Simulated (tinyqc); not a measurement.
Schottky barrier with interface states (Cowley-Sze model), image lowering and contact resistance: one step, computed by the program tinyqc.

An n-type semiconductor under a metal. The barrier lies between the Schottky-Mott limit phi_M - chi and the Bardeen limit E_g - E_n, E_n being the neutrality level of the interface states; the space-charge term of the full Cowley-Sze expression is left out.

Problem. Pinning factor and barrier. S = 1/(1 + 0.1 (eps_opt - 1)^2), an empirical relation for metal-induced gap states. phi_B = S (phi_M - chi) + (1 - S)(E_g - E_n); the hole barrier is E_g - phi_B.

Inputs (values chosen for the exercise, for a model semiconductor):

| quantity | value | unit |
|---|---|---|
| gap E_g | 2.69 | eV |
| electron affinity chi | 4.28 | eV |
| metal work function phi_M | 5.56 | eV |
| neutrality level E_n above the valence band | 1.72 | eV |
| optical dielectric constant eps_opt | 5.44 | - |

Pinning factor from: Moench relation.

Give: pinning factor S; Schottky-Mott barrier; Bardeen barrier; barrier phi_B; hole barrier.

Solution.

pinning factor S = 0.3365

Schottky-Mott barrier = 1.28 eV

Bardeen barrier = 0.97 eV

barrier phi_B = 1.074 eV

hole barrier = 1.616 eV

The contact is partly pinned.
